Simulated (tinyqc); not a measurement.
Inside a calculation. Method: CIS and TDHF on RHF in the sto-3g basis, frozen core, for BeH2, spin multiplicity 1. One step of it, computed by the program tinyqc.

Question. CIS matrix, singlets. A(ia,jb) = (e_a - e_i) d_ij d_ab + 2 (ia|jb) - (ij|ab).

orbital energies (hartree): [-4.532964, -0.418755, -0.376405, 0.213839, 0.213839, 0.358815, 0.708008]

Two-electron integrals over orbitals (pq|rs), unique and non-zero (hartree); the lowest 1 orbital is frozen and left out:
```
(22|22) 0.374646    (32|32) 0.158833    (33|22) 0.386441    (33|33) 0.409821
(42|42) 0.047454    (43|43) 0.012511    (44|22) 0.353903    (44|33) 0.335488
(44|44) 0.449859    (52|52) 0.047454    (53|53) 0.012511    (54|54) 0.024249
(55|22) 0.353903    (55|33) 0.335488    (55|44) 0.401360    (55|55) 0.449859
(62|22) -0.014924   (62|33) -0.041265   (62|44) 0.067142    (62|55) 0.067142
(62|62) 0.083073    (63|32) -0.092184   (63|63) 0.087130    (64|42) 0.046594
(64|64) 0.049312    (65|52) 0.046594    (65|65) 0.049312    (66|22) 0.376474
(66|33) 0.387603    (66|44) 0.352725    (66|55) 0.352725    (66|62) -0.027892
(66|66) 0.393255    (72|32) -0.039258   (72|63) 0.062675    (72|72) 0.057303
(73|22) 0.000663    (73|33) -0.017964   (73|44) 0.070003    (73|55) 0.070003
(73|62) 0.078714    (73|66) -0.020726   (73|73) 0.087107    (74|43) 0.013276
(74|74) 0.016942    (75|53) 0.013276    (75|75) 0.016942    (76|32) 0.139796
(76|63) -0.091601   (76|72) -0.047553   (76|76) 0.136671    (77|22) 0.400933
(77|33) 0.417064    (77|44) 0.377814    (77|55) 0.377814    (77|62) -0.019456
(77|66) 0.410765    (77|73) 0.003004    (77|77) 0.454948
```

Give: CIS matrix A, singlet.

Answer.

CIS matrix A, singlet (hartree), order 2>4, 2>5, 2>6, 2>7, 3>4, 3>5, 3>6, 3>7:
```
[[0.374, 0.000, 0.000, 0.000, 0.000, 0.000, 0.000, 0.000],
 [0.000, 0.374, 0.000, 0.000, 0.000, 0.000, 0.000, 0.000],
 [0.000, 0.000, 0.567, 0.000, 0.000, 0.000, 0.000, 0.018],
 [0.000, 0.000, 0.000, 0.840, 0.000, 0.000, -0.014, 0.000],
 [0.000, 0.000, 0.000, 0.000, 0.280, 0.000, 0.000, 0.000],
 [0.000, 0.000, 0.000, 0.000, 0.000, 0.280, 0.000, 0.000],
 [0.000, 0.000, 0.000, -0.014, 0.000, 0.000, 0.522, 0.000],
 [0.000, 0.000, 0.018, 0.000, 0.000, 0.000, 0.000, 0.842]]
```
